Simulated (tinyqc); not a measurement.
What each parameter does: dielectric confinement in a thin film (image charges).

A film |z| < t/2 of dielectric constant eps between half-spaces of dielectric constant e2; lam = (eps - e2)/(eps + e2), q = e^2/(4 pi eps0). The self-energy of a band edge is taken with the high-frequency value, e2 = eh, and the field of a fixed ion with the static one, e2 = eo. A charge at z has images lam^|n| at n t + (-1)^n z. Its self-energy is S(z) = (q/2 eps) sum over n >= 1 of lam^n [1/(n t - 2z) + 1/(n t + 2z)] for odd n and 2 lam^n/(n t) for even n; at the centre S(0) = -(q/(eps t)) ln(1 - lam).

Donor at the centre, lam from the static eo, trial function cos(pi z/t) exp(-rho/l): E(l) = c/(m l^2) - (q/eps) times the integral over k of F(k t) (1 + (k l/2)^2)^(-3/2), with F(x) = F0 + 2 lam exp(-x) G/(1 - lam exp(-x)), F0 = 2[(1 - exp(-x/2))/x + x (1 + exp(-x/2))/(x^2 + 4 pi^2)], G = 2 sinh(x/2)[1/x - x/(x^2 + 4 pi^2)]; c = hbar^2/2m0. The binding energy is -E at the minimum, counted from the subband edge with its self-energy.

Constants: e^2/(4 pi eps0) = 14.39964547 eV angstrom; hbar^2/2m0 = 3.80998211 eV angstrom^2; Ry = 13.60569312 eV.

Parameters, chosen for this exercise (near those of a Si (100) film, two-fold valleys, between layers of HfO2; not measured data): t = 40 angstrom (film thickness); eps = 11.8 (dielectric constant of the film); eh = 4.1 (high-frequency dielectric constant outside); eo = 22.6 (static dielectric constant outside); m = 0.19 m0 (mass in the plane).

<S> is the mean over (2/t) cos^2(pi z/t).

One parameter was then changed.

Results before and after:
```
case     lam from eh  <S> (meV)  binding (meV)  l (angstrom)
base           0.484       23.5           26.5          29.7
changed        0.380       17.1           26.5          29.7
```

Which of these changes was made? (a) eps = 10.6; (b) eh = 5.3; (c) t = 50 angstrom; (d) eo = 31.6; (e) m = 0.228 m0.

Answer: (b) eh = 5.3. Of the candidates, run in turn, only this one gives the changed row.

All candidates:
```
case             lam from eh  <S> (meV)  binding (meV)  l (angstrom)
base                   0.484       23.5           26.5          29.7
t = 50 angstrom        0.484       18.8           25.5          31.3
eps = 10.6             0.442       23.1           30.4          27.6
eo = 31.6              0.484       23.5           21.6          30.7
eh = 5.3               0.380       17.1           26.5          29.7
m = 0.228 m0           0.484       23.5           30.9          25.8
```

Computed by tinyqc, a small Python program: `OMP_NUM_THREADS=1 python tinyqc.py 1252758 1252759 out.jsonl` (the numbers bound the seed that draws the inputs); one thread of a shared host (Intel(R) Xeon(R) Processor @ 2.30GHz), about 0.06 s for the whole set of steps.
